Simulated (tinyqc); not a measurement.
Equal gaps, different models: fitting sp3s* parameters to three gaps by Newton steps.

sp3s* tight binding, nearest neighbours only: anion (a) at 0, cation (c) at a/4 (1,1,1), orbitals s, px, py, pz, s* on each; k in units of 2 pi/a. With phases e_j = exp(i (pi/2) k.n_j) for n = (1,1,1), (1,-1,-1), (-1,1,-1), (-1,-1,1): g0 = (e1+e2+e3+e4)/4, g1 = (e1+e2-e3-e4)/4, g2 = (e1-e2+e3-e4)/4, g3 = (e1-e2-e3+e4)/4. The diagonal holds the levels Esa, Epa, Exa (s*) and Esc, Epc, Exc. Anion-cation block: <sa|sc> = Vss g0; <sa|xc> = Vsapc g1; <xa|sc> = -Vscpa g1; <xa|xc> = Vxx g0; <xa|yc> = <ya|xc> = Vxy g3, <xa|zc> = <za|xc> = Vxy g2, <ya|zc> = <za|yc> = Vxy g1; <s*a|xc> = Vxapc g1; <xa|s*c> = -Vpaxc g1; y and z take g2 and g3 in place of g1; s-s* and s*-s* vanish.

Gaps are level 5 at Gamma, X = (1,0,0) and L = (1/2,1/2,1/2) less level 4 at Gamma; no spin-orbit coupling. Free parameters: Vss, Vxapc and Vpaxc. H is linear in them, so by Hellmann-Feynman J_ij = <u|dH/dp_j|u> for level 5 at point i less the same for level 4 at Gamma. Newton: p(new) = p + J^-1 (target - gaps); stop when all misses are below 1e-7 eV.

Constants: hbar^2/2m0 = 3.80998211 eV angstrom^2.

Values chosen for the exercise (out of a larger set: near a published set for AlAs, fitted to gaps, whose masses and valley positions are rough; not measured data):
```
symbol  value                                                                                          unit      meaning
p       (-7.552, 0.975, -1.169, 3.595, 7.499, 6.72, -6.714, 1.873, 4.296, 5.133, 5.454, 4.494, 4.983)  eV        start, order Esa, Epa, Esc, Epc, Exa, Exc, Vss, Vxx, Vxy, Vsapc, Vscpa, Vxapc, Vpaxc
tg      (2.8509, 2.4792, 2.6594)                                                                       eV        target gaps at Gamma, X, L
a       5.659                                                                                          angstrom  lattice constant
```

The same three targets are met with other triples of free parameters (those for which Newton converges within 3 eV of the start). Not fitted: level 5 at K = (3/4,3/4,0) above Ev, the spacing of levels 6 and 5 at X, the depth of level 2 at X below Ev, the valence width at Gamma, and the mass c q^2/(E(q) - E(0)) of level 5 along [100], q = 0.002 (2 pi/a), c = hbar^2/2m0.

Unfitted results:
```
free parameters,largest change (eV),K (eV),X spacing (eV),level 2 at X (eV),valence width (eV),mass (m0)
start,0.000,2.394,0.311,6.492,11.794,0.3051
"Vss, Vxapc, Vpaxc",0.248,2.514,0.111,6.533,11.571,0.2667
"Esc, Vxapc, Vpaxc",0.403,2.516,0.263,6.517,11.885,0.2755
"Esa, Vxapc, Vscpa",0.813,2.515,0.202,6.532,12.384,0.2622
"Vss, Exa, Exc",0.375,2.515,0.108,6.505,11.571,0.2667
"Esc, Vsapc, Exc",0.314,2.515,0.102,6.632,11.885,0.2682
```

All fitted rows have the same three gaps, yet they spread by 2 meV at K, 161 meV in the X spacing, 127 meV in level 2 at X, 813 meV in the valence width and 5.0 % in the mass. The smallest change of parameters, 0.248 eV, is that of Vss, Vxapc, Vpaxc. A fit fixes what it was given and leaves the rest to the choice of free parameters.

Program tinyqc; command `OMP_NUM_THREADS=1 python tinyqc.py 1452456 1452457 out.jsonl`; about 0.2 s on one thread of a shared Intel(R) Xeon(R) Processor @ 2.30GHz.
